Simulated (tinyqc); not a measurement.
## Level and coupling from the resonance

Question. One site of energy u is joined by hoppings -tc to two semi-infinite chains with hopping -t, t = 2.5 eV, and site energy 0. Each gives Sigma = tc^2 (E - i sqrt(4 t^2 - E^2))/(2 t^2) and Gamma = -2 Im Sigma; T(E) = 1 where E - u - 2 Re Sigma = 0. Find tc and u.

energy of full transmission = -1.8210051 eV
Gamma of one lead at that energy = 1.3578651 eV

Answer. Gamma = tc^2 sqrt(4 t^2 - E^2)/t^2 gives tc, and u = E (1 - tc^2/t^2).

tc = 1.35 eV
u = -1.29 eV

Computed by the program tinyqc: `OMP_NUM_THREADS=1 python tinyqc.py 2660131 2660132 out.jsonl`, one thread of a shared Intel Xeon 2.30GHz, about 0.02 s for the whole run.
